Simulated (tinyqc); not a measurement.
# Changing the hopping xi

Model: Gupta-type many-body potential for a metal. Computed by tinyqc, a small Python program. Command: `OMP_NUM_THREADS=1 python tinyqc.py 3023778 3023779 out.jsonl gupta sweep`. One thread of a shared host (Intel(R) Xeon(R) Processor @ 2.30GHz), about 0.02 s of CPU time with the checks.

E_i = sum_j A exp(-p (r_ij/r0 - 1)) - xi rho_i^gamma, with rho_i = sum_j exp(-2 q (r_ij/r0 - 1)); gamma = 1/2 is the tight-binding second-moment form. The crystal is fcc unless stated; d is the neighbour distance and a fixed number of shells is kept.

Inputs (values chosen for the exercise, for a model metal):

| quantity | value | unit |
|---|---|---|
| repulsion A | 0.293 | eV |
| decay p | 10.3 | - |
| decay q | 3.9 | - |
| reference distance r0 | 2.775 | angstrom |
| shells kept | 3 | - |
| embedding exponent gamma | 0.6 | - |

Constants: 1 eV/angstrom^3 = 160.2176634 GPa.

Method:
- fcc shells: d sqrt(k), k = 1..5, with 12, 6, 24, 12, 24 atoms; Omega = d^3/sqrt2.
- Equilibrium: dE/dd = 0; B = d^2 E''(d)/(9 Omega).
- Repulsion and density of one neighbour in each shell, and their sums.
- Each neighbour j of the vacancy loses one repulsive term and one density term: E_v = sum_shells count x {-repulsion - xi [(rho - density)^gamma - rho^gamma]}. (The removed atom returns to a bulk-like site, so its own energy cancels.)

One run for each value:

| hopping xi (eV) | cohesive energy E_c (eV) | neighbour distance d (angstrom) | bulk modulus B (GPa) | vacancy energy E_v (eV) |
|---|---|---|---|---|
| 1.24 | 2.304 | 2.936 | 124.7 | 0.647 |
| 1.42 | 2.959 | 2.869 | 164.0 | 0.830 |
| 1.59 | 3.646 | 2.812 | 206.3 | 1.020 |
| 1.77 | 4.444 | 2.759 | 256.6 | 1.242 |
| 1.95 | 5.315 | 2.711 | 312.6 | 1.483 |
| 2.12 | 6.203 | 2.669 | 370.8 | 1.728 |
| 2.30 | 7.211 | 2.628 | 438.2 | 2.006 |
| 2.48 | 8.290 | 2.591 | 511.5 | 2.303 |

Describe and explain the trends.

Over the rows, cohesive energy E_c (eV) rises from 2.30 to 8.29 (exponent d ln y / d ln x about 1.8 throughout); neighbour distance d (angstrom) falls from 2.94 to 2.59 (exponent d ln y / d ln x -0.17 between the first rows and -0.19 between the last); bulk modulus B (GPa) rises from 125 to 511 (exponent d ln y / d ln x about 2.0 throughout). With one shell E_c scales exactly as xi^(p/(p - 2 q gamma)), exponent 1.833: stronger attraction also shortens the bonds.
